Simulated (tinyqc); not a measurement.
# A barrier in a uniform field, exact transmission by Airy functions: effects of single changes

The left lead has its band edge at 0, the barrier edge falls as U(x) = U0 - F x with F = V/d for 0 < x < d, and the right lead has its edge at -V. No transverse momentum; C = hbar^2/(2 m0); psi and psi'/m are continuous. M carries (psi, psi'/m) across the barrier.

Parameters, values chosen for the exercise; U0 - E and the mass are of the order of those of zirconium oxide on silicon; the mass of the right lead is set freely:
```
symbol,value,unit,meaning
mL,0.67,m0,mass in the left lead
U0,1.93,eV,barrier edge at x = 0
m1,0.24,m0,mass in the barrier
E,0.54,eV,electron energy
d,2.7,nm,barrier width
V,0.88,V,voltage across the barrier
mR,0.4,m0,mass in the right lead
```

Constants: q = 1.602176634e-19 C, hbar = 1.054571817e-34 J s, m0 = 9.1093837015e-31 kg, hbar^2/(2 m0) = 0.0380998212 eV nm^2. Results are converted to the units shown.

Each table varies one quantity; the others keep the values above.

## Staircase approximation against the exact result

For the pair (psi, psi'/m) a flat layer has M = [[cos kd, (m/k) sin kd], [-(k/m) sin kd, cos kd]] with k = sqrt(m (E - U)/C) above its edge U, and M = [[cosh Kd, (m/K) sinh Kd], [(K/m) sinh Kd, cosh Kd]] with K = sqrt(m (U - E)/C) below it. The sloping barrier is cut into n slices of width d/n, each flat at U(x) of its centre, later slices to the left in the product. With M acting on (psi, psi'/m) and v = k/m in each lead, T(E) = 4 vL vR/[(vL vR M12 - M21)^2 + (vR M11 + vL M22)^2]. The error is against the Airy result: Energy scale e = (C F^2/m1)^(1/3), z(x) = (U(x) - E)/e, s = (dz/dx)/m1 = -F/(e m1); v = k/m in a lead. With a = Ai, a' = Ai', b = Bi, b' = Bi' at z1 (left edge) and z2 (right edge): M11 = pi (a2 b1' - b2 a1'), M12 = (pi/s)(b2 a1 - a2 b1), M21 = pi s (a2' b1' - b2' a1'), M22 = pi (b2' a1 - a2' b1).

Result of one run:
```
n	T(E)	error (%)
128	5.379e-6	1.36e-3
```

What becomes of these results when the number of slices n is changed from 128 to 32, all else the same?

Result of the changed run:
```
n	T(E)	error (%)
32	5.380e-6	0.0216
```

The whole series:
```
n	T(E)	error (%)
1	5.487e-6	2.01
2	5.504e-6	2.32
4	5.436e-6	1.05
8	5.396e-6	0.321
16	5.384e-6	0.0851
32	5.380e-6	0.0216
64	5.379e-6	5.42e-3
128	5.379e-6	1.36e-3
```

The exact value is 5.3792e-6. One slice is off by 2.0 % and 128 slices by 0.0014 %; the last doubling cuts the error by a factor of 4.0, as expected of a second-order rule. The error does not fall steadily over the first rows, which lie before the asymptotic range. The error stays below 1 % from n = 8 on.

## Effect of the emitter mass

Energy scale e = (C F^2/m1)^(1/3), z(x) = (U(x) - E)/e, s = (dz/dx)/m1 = -F/(e m1); v = k/m in a lead. WKB: exp(-S), S = (4/(3 F)) sqrt(m1/C) [max(U0 - E, 0)^1.5 - max(U0 - F d - E, 0)^1.5].

The same in every row: exp(-S) = 2.073e-6.

Result of one run:
```
mL (m0)	vL (1/nm)	T(E), exact	ratio
0.052	16.51	7.703e-6	3.716
```

What becomes of these results when the mass in the left lead mL is changed from 0.052 to 0.19 m0, all else the same?

Result of the changed run:
```
mL (m0)	vL (1/nm)	T(E), exact	ratio
0.19	8.637	7.651e-6	3.691
```

The whole series:
```
mL (m0)	vL (1/nm)	T(E), exact	ratio
0.052	16.51	7.703e-6	3.716
0.079	13.39	8.040e-6	3.879
0.12	10.87	8.039e-6	3.879
0.19	8.637	7.651e-6	3.691
0.29	6.991	7.012e-6	3.383
0.44	5.676	6.225e-6	3.003
0.68	4.565	5.349e-6	2.581
1	3.765	4.595e-6	2.217
```

WKB does not see the lead: exp(-S) stays at 2.07e-6. The ratio of exact to WKB goes from 3.72 through a maximum of 3.88 (at mL = 0.079 m0 among the rows listed) to 2.22; K/m1 at the left edge is 12.3 1/nm, and vL passes from 16.5 to 3.76 1/nm. The match at the entrance is best where vL is near K/m1.

## Exact and WKB transmission against voltage

Same model as above.

Results:
```
V (V)	z2	T(E), exact	exp(-S)	ratio
0.417	6.243	1.035e-6	4.078e-7	2.537
0.753	2.756	3.395e-6	1.286e-6	2.639
1.089	1.018	1.172e-5	4.898e-6	2.392
1.425	-0.09898	4.401e-5	3.071e-5	1.433
2.097	-1.545	8.597e-4	8.579e-4	1.002
2.432	-2.063	0.003502	0.002269	1.543
2.768	-2.503	0.007960	0.004751	1.675
3.104	-2.884	0.01215	0.008478	1.433
3.44	-3.221	0.01810	0.01351	1.340
3.776	-3.524	0.02715	0.01981	1.370
4.112	-3.798	0.03861	0.02730	1.414
4.448	-4.049	0.05137	0.03583	1.434
```

Estimate the missing row, V = 1.761 V.

Computed row:
```
V (V)	z2	T(E), exact	exp(-S)	ratio
1.761	-0.9110	1.851e-4	2.230e-4	0.8299
```

With this row back in the table: The exact T(E) rises from 1.03e-6 to 0.0514. The ratio to WKB lies between 0.830 and 2.64. For V above U0 - E = 1.39 V (z2 < 0) the ratio turns 3 time(s) among the rows: the wave runs freely over the last part of the barrier and is partly reflected at x = d, and the two waves interfere. In 6 of the 13 rows the field exceeds 10 MV/cm (up to 16.5), more than most dielectrics sustain; the model ignores breakdown.

Range of the model: Masses are held fixed, although real bands cease to be parabolic a few tenths of an eV from their edges.

Program tinyqc, `OMP_NUM_THREADS=1 python tinyqc.py 2580134 2580135 out.jsonl`; Intel Xeon 2.30GHz, shared host, one thread, about 0.02 s.
